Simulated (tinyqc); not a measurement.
Inside a calculation. Model: Koster-Slater impurity in a tight-binding band, by Green functions and by supercells. Computed by tinyqc, a small Python program that keeps every step. Command: `OMP_NUM_THREADS=1 python tinyqc.py 3014742 3014743 out.jsonl kosterslater walk`. One thread of a shared host (Intel(R) Xeon(R) Processor @ 2.30GHz), about 0.05 s of CPU time with the checks. Intermediate numbers are printed to about 6 digits and carried at full precision; extremes and crossings named in words are read from the listed rows.

One orbital per site, e(k) = -2 t sum cos(k_i) over 3 direction(s), band from -6 t to 6 t, lattice constant 1. One site has the extra energy U. Spin is left out.

Inputs (values chosen for the exercise, for a model band):
```
quantity,value,unit
hopping t,1.7,eV
impurity potential U,-8.38,eV
supercell edge N,2,sites
energy inside the band E,-0.123,eV
broadening eta,0.26,eV
impurity concentration c,0.002,per site
```

Lattice: simple cubic.

Constants: hbar = 6.582119569e-16 eV s.

## The host Green function outside the band

Outside the band G0(E) = (1/pi) int_0^pi dk (2/(pi z)) K(16 t^2/z^2), z = E + 2 t cos k, K the complete elliptic integral with parameter m; 200 Gauss-Legendre points. A bound state solves 1/U = G0(E). Energies: 0.05, 0.2, 0.5, 1, 2, 4 and 8 t beyond the band edge on the side of U, rounded to four digits.

Scan on the side of U:
```
E (eV),G0 (1/eV),1/U - G0 (1/eV)
-10.29,-0.137588,0.0182563
-10.54,-0.126829,0.0074971
-11.05,-0.114043,-0.0052890
-11.90,-0.100308,-0.0190236
-13.60,-0.082901,-0.0364309
-17.00,-0.063028,-0.0563041
-23.80,-0.043413,-0.0759184
```

G0 stays finite at the band edge, 0.252731/t in size, so binding needs |U| > 3.957 t.

## The bound state

Bisection in ln(distance from the edge) between 1e-5 t and |U| + t. Weight on the impurity site: -1/(U^2 dG0/dE), by a central difference with step min(1e-4 t, distance/30). Decay length along an axis: 1/arccosh(1 + distance/(2 t)).

level E_b = -10.8094 eV

distance from the band edge = 0.609433 eV

weight on the impurity site = 0.589676

decay length = 1.69451 sites

The state is shared between the impurity and its surroundings.

## Green function inside the band

Inside the band G0(z), z = E + i eta, comes from the chain form 1/(sqrt(y - 2t) sqrt(y + 2t)) (principal roots) at y = z + 2 t cos k + 2 t cos k', averaged over k and k' in (0, pi) with 200 Gauss-Legendre points each.

G0(E + i eta) = -0.003916-0.255380i 1/eV

## Scattering

T = U/(1 - U G0); phase shift delta = -arg(1 - U G0) in (-pi, pi]; host density of states -Im G0/pi; on the impurity -Im[G0/(1 - U G0)]/pi; lifetime of a band state hbar/(-2 c Im T).

T matrix = -1.46952-3.25161i eV

phase shift delta = 1.14633 rad

host density of states = 0.0812899 1/eV

density of states on the impurity = 0.0147387 1/eV

scattering lifetime = 50.6066 fs

The Born approximation would take Im T = U^2 Im G0 = -17.9 eV, 5.52 times the full value.

## The supercell Hamiltonian at Gamma

H_ij = -t for each bond from i to j, images included (two bonds add when N = 2); H_11 = U; sites are numbered with the last coordinate running fastest. Diagonalise.

H (eV), lower triangle (symmetric):
```
,1,2,3,4,5,6,7,8
1,-8.38
2,-3.40,0.00
3,-3.40,0.00,0.00
4,0.00,-3.40,-3.40,0.00
5,-3.40,0.00,0.00,0.00,0.00
6,0.00,-3.40,0.00,0.00,-3.40,0.00
7,0.00,0.00,-3.40,0.00,-3.40,0.00,0.00
8,0.00,0.00,0.00,-3.40,0.00,-3.40,-3.40,0.00
```

levels (eV): [-12.6901, -6.7646, -3.4000, -3.4000, 1.4567, 3.4000, 3.4000, 9.6179]

## The level in the supercell

In a periodic cell of N sites along each direction with Bloch vector K, the level solves 1/U = N^-d sum_k 1/(E - e(k)), k_i = (2 pi m_i + K_i)/N, m_i = 0..N-1; the outermost root on the side of U is taken (bisection). d is the number of directions. Gamma means K_i = 0, the zone corner K_i = pi, the quarter point K_i = pi/2. The error is measured against the isolated level E_b.

level at Gamma = -12.6901 eV

level at the corner = -8.38 eV

level at the quarter point = -10.5573 eV

error at Gamma = -1.88066 eV

width between Gamma and the corner = 4.31009 eV

Images turn the level into a band 4.31 eV wide; the quarter point misses the isolated level by 0.25 eV, far less than Gamma, because the leading hopping between images averages out there.

## Convergence with cell size

Even N; errors against the isolated level E_b, set to 0 below 1e-6 t.

Error of the level (eV):
```
N,sites,Gamma,corner,quarter point
2,8,-1.88066e+00,2.42943e+00,2.52109e-01
4,64,-3.08063e-01,2.52109e-01,1.15896e-02
6,216,-6.73183e-02,4.89374e-02,7.78670e-04
8,512,-1.52094e-02,1.15896e-02,5.69355e-05
10,1000,-3.57556e-03,2.95448e-03,4.35176e-06
12,1728,-8.81368e-04,7.78670e-04,0
```

The error at Gamma falls exponentially, between the last two resolved rows by exp(-0.700) per site against 1/(decay length) = 0.590; the rest is the power-law prefactor of the Green function. Gamma and the corner err in opposite directions. Among the sizes listed an error below 1 meV is first reached at N = 12 at Gamma; at the quarter point N = 6 is enough.

## Phase shift across the band

delta/pi = -arg(1 - U G0)/pi counts the states added below E (Friedel); host DOS = -Im G0/pi, DOS on the impurity = -Im[G0/(1 - U G0)]/pi; 13 evenly spaced energies from -(band edge + |U| + 2t) to +(band edge + |U| + 2t).

Across the spectrum:
```
E (eV),Re G0 (1/eV),host DOS (1/eV),DOS on the impurity (1/eV),delta/pi
-21.9800,-0.047288,0.0001931,0.000530,0.002680
-18.3167,-0.057848,0.0002959,0.001114,0.004812
-14.6533,-0.075292,0.0005311,0.003894,0.012054
-10.9900,-0.114793,0.0017124,0.492190,0.276918
-7.3267,-0.156821,0.0251840,0.046786,0.640853
-3.6633,-0.163112,0.0667815,0.020704,0.565484
0.0000,0.000000,0.0812907,0.014568,0.360860
3.6633,0.163112,0.0667815,0.007682,0.203362
7.3267,0.156821,0.0251840,0.004346,0.088817
10.9900,0.114793,0.0017124,0.000445,0.007313
14.6533,0.075292,0.0005311,0.000200,0.002729
18.3167,0.057848,0.0002959,0.000134,0.001670
21.9800,0.047288,0.0001931,0.000099,0.001159
```

delta/pi starts and ends near zero (+0.003 and +0.001): the impurity moves states but creates none. The level lies only 2.3 eta outside the band, so the broadening smears its step. delta/pi rises at the bound state below the band (-10.809 eV), reaches 0.64 among these rows (1 in the limit of small eta, just above the level) and is paid back by the top of the band.

Checks made by the program: G0 at the level by a direct sum over directions (relative difference below 1e-10); diagonalisation against the k sum (relative difference below 1e-10).
